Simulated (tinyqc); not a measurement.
What each parameter does: six-band Luttinger-Kohn model with strain.

Six-band Luttinger-Kohn model in the basis |3/2,3/2>, |3/2,1/2>, |3/2,-1/2>, |3/2,-3/2>, |1/2,1/2>, |1/2,-1/2>, electron energies, zero at the top of the unstrained valence band. H = -[rows: (P+Q, -S, R, 0, -S/r2, r2 R); (-S*, P-Q, 0, R, -r2 Q, r32 S); (R*, 0, P-Q, S, r32 S*, r2 Q); (0, R*, S*, P+Q, -r2 R*, -S*/r2); (-S*/r2, -r2 Q, r32 S, -r2 R, P+Dso, 0); (r2 R*, r32 S*, r2 Q, -S/r2, 0, P+Dso)], r2 = sqrt(2), r32 = sqrt(3/2). Levels are twofold.

P = c g1 k^2 - av tr(e); Q = c g2 (kx^2 + ky^2 - 2 kz^2) - (b/2)(exx + eyy - 2 ezz); R = c sqrt3 [-g2 (kx^2 - ky^2) + 2i g3 kx ky] + (sqrt3/2) b (exx - eyy) - i d exy; S = 2 c sqrt3 g3 (kx - i ky) kz - d (exz - i eyz); c = hbar^2/2m0, e the strain tensor (not engineering shear).

s11 = (C11 + C12)/((C11 - C12)(C11 + 2 C12)), s12 = -C12/((C11 - C12)(C11 + 2 C12)), s44 = 1/C44; exx = s11 sxx + s12 (syy + szz) and cyclic, exy = s44 sxy/2; tension is positive. A uniaxial stress X along the unit vector n is s_ij = X n_i n_j.

Constants: hbar^2/2m0 = 3.80998211 eV angstrom^2.

Inputs chosen for the exercise (near those of AlAs; not measured data): Dso = 0.278 eV (spin-orbit splitting); g1 = 3.76 (Luttinger gamma1); g2 = 0.82 (gamma2); g3 = 1.42 (gamma3); av = 2.45 eV (valence hydrostatic potential); b = -2.31 eV (tetragonal shear potential); d = -3.4 eV (trigonal shear potential); C11 = 124 GPa; C12 = 53.9 GPa; C44 = 54.2 GPa; load = biaxial (001) (kind of stress); X = -1.33 GPa (stress).

Edges at k = 0 under a biaxial (001) stress X and the curvature mass of the top pair along [110] (step 0.0002 1/angstrom).

One parameter was then changed.

Results before and after:

| case | top (eV) | second (eV) | third (eV) | mass (m0) |
|---|---|---|---|---|
| base | 0.0157 | -0.0565 | -0.3215 | 0.218 |
| changed | 0.0157 | -0.0565 | -0.3215 | 0.188 |

Which of these changes was made? (a) b = -2.772 eV; (b) C11 = 99.2 GPa; (c) d = -4.08 eV; (d) g3 = 1.704; (e) C12 = 64.68 GPa; (f) C44 = 65.04 GPa; (g) g1 = 4.512.

Answer: (g) g1 = 4.512. Of the candidates, run in turn, only this one gives the changed row.

All candidates:

| case | top (eV) | second (eV) | third (eV) | mass (m0) |
|---|---|---|---|---|
| base | 0.0157 | -0.0565 | -0.3215 | 0.218 |
| C44 = 65.04 GPa | 0.0157 | -0.0565 | -0.3215 | 0.218 |
| C11 = 99.2 GPa | 0.0363 | -0.0621 | -0.3467 | 0.218 |
| d = -4.08 eV | 0.0157 | -0.0565 | -0.3215 | 0.218 |
| b = -2.772 eV | 0.0245 | -0.0584 | -0.3284 | 0.218 |
| g3 = 1.704 | 0.0157 | -0.0565 | -0.3215 | 0.218 |
| g1 = 4.512 | 0.0157 | -0.0565 | -0.3215 | 0.188 |
| C12 = 64.68 GPa | 0.0261 | -0.0559 | -0.3254 | 0.218 |

The Luttinger parameters multiply k^2 and cannot move the edges; av shifts all edges alike and leaves the mass.

Run: tinyqc, `OMP_NUM_THREADS=1 python tinyqc.py 1051008 1051009 out.jsonl`; Intel(R) Xeon(R) Processor @ 2.30GHz, one thread, shared host; about 0.03 s of CPU time with all checks.
